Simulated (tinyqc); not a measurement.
# Doping from resistivity

Question. A uniform, uncompensated and fully ionised sample has rho = 1/(q N mu), mu = m1 + (m2 (T/300 K)^(-bt) - m1)/(1 + (N/Nr)^am). Find N, mu and the diffusion coefficient mu Vt.

Inputs (values chosen for the exercise):
- T = 400 K (temperature)
- m1 = 52.5 cm^2/(V s) (mobility limit at high doping)
- m2 = 1390 cm^2/(V s) (mobility limit at low doping, at 300 K)
- Nr = 9.49e16 cm^-3 (reference doping of the mobility law)
- am = 0.698 (exponent of the mobility law)
- bt = 1.9 (temperature exponent of m2)

Constants: q = 1.602176634e-19 C, kB = 1.380649e-23 J/K, Vt = kB T/q. Results are converted to the units shown.

resistivity = 0.46863177 ohm cm

Solution. With am below 1 the product N mu rises steadily with N, so one doping matches; it is found by iterating N = 1/(q rho mu(N)).

N = 2.20e16 cm^-3
mu = 605 cm^2/(V s)
diffusion coefficient = 20.9 cm^2/s

Program tinyqc, `OMP_NUM_THREADS=1 python tinyqc.py 2110012 2110013 out.jsonl`; Intel Xeon 2.30GHz, shared host, one thread, about 0.01 s.
